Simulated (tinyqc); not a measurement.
# Gap voltage and exponent from three temperatures

Inverse problem. At constant current VBE(T) = Vg0 - a T - eta (kB T/q) ln T, where a is a constant. Find Vg0, eta and dVBE/dT at the middle temperature.

Constants: q = 1.602176634e-19 C, kB = 1.380649e-23 J/K. Results are converted to the units shown.

T (K): 233  253  300
VBE at a constant current (V): 0.8161857877  0.7774085315  0.6840488560

Solution. The relation is linear in Vg0, a and eta, so three points give a linear system; the slope is (VBE - Vg0 - eta kB T/q)/T. eta rests on the curvature of VBE(T) alone, so real fits need accuracy of some tens of microvolts or better.

Vg0 = 1.18 V
eta = 4.30
dVBE/dT = -1.95 mV/K

tinyqc, about 0.02 s, one thread, Intel Xeon 2.30GHz (shared host): `OMP_NUM_THREADS=1 python tinyqc.py 2062071 2062072 out.jsonl`
